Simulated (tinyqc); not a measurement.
AlGaN/GaN HEMT with access regions, lumped model: two steps of the calculation.

A polarisation-induced electron sheet under a Schottky gate, in series with two ungated access regions and contacts. Drift law v = mu E/(1 + mu E/vs) under the gate. Currents in mA/mm, resistances in ohm mm. No self-heating, no channel-length modulation; fits for polarisation, barrier and offset are chosen for the exercise.

Values chosen for this exercise; values close to those of AlGaN/GaN structures:
```
symbol,value,unit,meaning
x,0.28,,aluminium share of the barrier
d,30,nm,barrier thickness
eps_r,9.1,,relative permittivity of barrier and channel
mu,1900,cm^2/(V s),channel mobility
vs,1.5e7,cm/s,saturation velocity
Lg,0.15,um,gate length
Ls,1,um,source access length
Ld,12,um,drain access length
Rc,0.18,ohm mm,resistance of each contact
ft,0.44,,share of the drain-access electrons removed by traps
Vg,-1,V,gate voltage
Ec,2.6,MV/cm,critical field
te,0.2,um,depth over which the depleted charge spreads
tf,50,nm,insulator under the field plate
ei,7,,relative permittivity of that insulator
```

Constants: q = 1.602176634e-19 C, eps0 = 8.8541878128e-14 F/cm where lengths are in cm. Results are converted to the units shown.

Question 1. Polarisation charge, threshold and sheet resistance. sigma = (5e13 x + 1.6e13 x^2) cm^-2, phiB = 0.84 + 1.3 x, dEc = 0.7 (1.71 x + x^2) in volts, Cb = eps0 eps_r/d, VT = phiB - dEc - q sigma/Cb, access density n0 = -Cb VT/q. Rsh = 1/(q mu n0); largest access current q n0 vs.

Find: sigma; Cb; VT; n0; Rsh; q n0 vs.

Answer 1.

sigma = 1.5254e13 cm^-2
Cb = 0.26858 uF/cm^2
VT = -8.2859 V
n0 = 1.3890e13 cm^-2
Rsh = 236.50 ohm
q n0 vs = 3338.1 mA/mm

Question 2. On-resistance and breakdown. Ron = 2 Rc + Ls/(q mu n0) + Ld/(q mu (1 - ft) n0) + Lg/(mu Cb (Vg - VT)). Off state: a depleted stretch that holds the voltage V has the peak field sqrt(k V), k = 2 q n0/(eps0 eps_r te), so one edge holds V1 = Ec^2/k. The sheet under the plate pinches off at Vf = q n0 (1/Cb + tf/(eps0 ei)); beyond it the gate edge is screened. BV = V1 if Vf >= V1, else Vf + V1, and at most Ec Ld. Specific resistance Ron (Ls + Lg + Ld); figure of merit BV^2 over it.

Wanted: Ron; Vf; V1; BV; specific resistance; figure of merit.

Answer 2.

Ron = 5.7048 ohm mm
Vf = 26.239 V
V1 = 24.475 V
BV = 24.475 V
specific resistance = 0.75018 mohm cm^2
figure of merit = 0.79853 MW/cm^2

The plate pinches off too late to screen the gate edge, so it adds nothing.

tinyqc, about 0.03 s, one thread, Intel Xeon 2.30GHz (shared host): `OMP_NUM_THREADS=1 python tinyqc.py 2570017 2570018 out.jsonl`
